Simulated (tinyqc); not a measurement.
First phase against the interface composition: thermodynamics of metal silicides: hull, first phase, silicon consumed, nucleation and stability against SiO2. Computed by tinyqc, a small Python program. Command: `OMP_NUM_THREADS=1 python tinyqc.py 3009745 3009746 out.jsonl silphase walk`. One thread of a shared host (Intel(R) Xeon(R) Processor @ 2.30GHz), about 0.01 s of CPU time with the checks.

Entropies of formation of the solids are neglected, so heats stand for free energies. Si fractions: M5Si3 0.3750, MSi 0.5000, MSi2 0.6667.

Inputs (values chosen for the exercise, of the order of those of titanium silicides for heats and volumes only): heat of formation of M5Si3 = -72.2 kJ/mol atoms; heat of formation of MSi = -65.4 kJ/mol atoms; heat of formation of MSi2 = -45.4 kJ/mol atoms.

Phases: M5Si3, MSi, MSi2.

Method. Effective heat of formation: at the interface the mixture has the Si fraction x_e; the limiting element scales the heat, H_eff = H x_e/x if x_e < x, H (1 - x_e)/(1 - x) otherwise. The rule names the most negative as the first phase; its restriction to congruently melting phases is left out here.

H_eff (kJ/mol atoms):
```
x_e,M5Si3,MSi,MSi2,first phase
0.10,-19.253,-13.080,-6.810,M5Si3
0.20,-38.507,-26.160,-13.620,M5Si3
0.30,-57.760,-39.240,-20.430,M5Si3
0.36,-69.312,-47.088,-24.516,M5Si3
0.42,-67.002,-54.936,-28.602,M5Si3
0.48,-60.070,-62.784,-32.688,MSi
0.54,-53.139,-60.168,-36.774,MSi
0.60,-46.208,-52.320,-40.860,MSi
0.66,-39.277,-44.472,-44.946,MSi2
0.75,-28.880,-32.700,-34.050,MSi2
```

Each phase is a triangle with its apex at its own composition. In order of x_e the first phase is M5Si3, then MSi, then MSi2. On either side of all three the ranking is that of H/x (Si-poor) or H/(1 - x) (Si-rich).
